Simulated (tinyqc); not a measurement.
Band offset of a heterojunction with an interface dipole (two-band chains, self-consistent charge): one step. The line-up. Five cases, with inputs chosen for the exercise.

Question. Ev(right) - Ev(left) = D - (G2 - G1)/2 and Ec(right) - Ec(left) = D + (G2 - G1)/2, for D0, for the self-consistent D and for D = 0. Type I: the offsets have opposite signs; type III: one valence edge lies above the other conduction edge; else type II.

Give: Offsets (eV).

Case 1.

Values chosen (out of a larger set: gaps near those of InGaAs and InP; the chains and D0 are free models, so the offsets are not those of the real pair; not measured data):
- G1 = 0.72 eV (gap on the left)
- G2 = 1.29 eV (gap on the right)
- D0 = -0.17 eV (mid-gap of the right side above that of the left, without dipole)

D = -0.054141 eV

Answer.

Offsets (eV):
```
case                            D  valence  conduction                 type
no dipole                  -0.170   -0.455       0.115  type I (straddling)
self-consistent            -0.054   -0.339       0.231  type I (straddling)
neutrality levels aligned   0.000   -0.285       0.285  type I (straddling)
```

Case 2.

Values chosen (out of a larger set: gaps near those of InGaAs and InP; the chains and D0 are free models, so the offsets are not those of the real pair; not measured data):
- G1 = 0.74 eV (gap on the left)
- G2 = 1.35 eV (gap on the right)
- D0 = 0.19 eV (mid-gap of the right side above that of the left, without dipole)

D = 0.101256 eV

Answer.

Offsets (eV):
```
case                           D  valence  conduction                 type
no dipole                  0.190   -0.115       0.495  type I (straddling)
self-consistent            0.101   -0.204       0.406  type I (straddling)
neutrality levels aligned  0.000   -0.305       0.305  type I (straddling)
```

Case 3.

Values chosen (out of a larger set: gaps near those of Si and HfO2; the chains and D0 are free models, so the offsets are not those of the real pair; not measured data):
- G1 = 1.13 eV (gap on the left)
- G2 = 5.73 eV (gap on the right)
- D0 = -0.69 eV (mid-gap of the right side above that of the left, without dipole)

D = -0.466937 eV

Answer.

Offsets (eV):
```
case                            D  valence  conduction                 type
no dipole                  -0.690   -2.990       1.610  type I (straddling)
self-consistent            -0.467   -2.767       1.833  type I (straddling)
neutrality levels aligned   0.000   -2.300       2.300  type I (straddling)
```

Case 4.

Values chosen (out of a larger set: gaps near those of SiC and SiO2; the chains and D0 are free models, so the offsets are not those of the real pair; not measured data):
- G1 = 3.07 eV (gap on the left)
- G2 = 9.18 eV (gap on the right)
- D0 = -1.56 eV (mid-gap of the right side above that of the left, without dipole)

D = -1.383630 eV

Answer.

Offsets (eV):
```
case                            D  valence  conduction                 type
no dipole                  -1.560   -4.615       1.495  type I (straddling)
self-consistent            -1.384   -4.439       1.671  type I (straddling)
neutrality levels aligned   0.000   -3.055       3.055  type I (straddling)
```

Case 5.

Values chosen (out of a larger set: gaps near those of SiC and SiO2; the chains and D0 are free models, so the offsets are not those of the real pair; not measured data):
- G1 = 3.11 eV (gap on the left)
- G2 = 8.84 eV (gap on the right)
- D0 = -1.41 eV (mid-gap of the right side above that of the left, without dipole)

D = -1.229402 eV

Answer.

Offsets (eV):
```
case                            D  valence  conduction                 type
no dipole                  -1.410   -4.275       1.455  type I (straddling)
self-consistent            -1.229   -4.094       1.636  type I (straddling)
neutrality levels aligned   0.000   -2.865       2.865  type I (straddling)
```

The dipole shifts both offsets alike and leaves the type.

Computed by tinyqc, one run a case: `OMP_NUM_THREADS=1 python tinyqc.py N N+1 out.jsonl` with N = 1481037, 1481160, 1481207, 1481216, 1481526; one thread of a shared Intel(R) Xeon(R) Processor @ 2.30GHz, about 0.5 s a run at most.
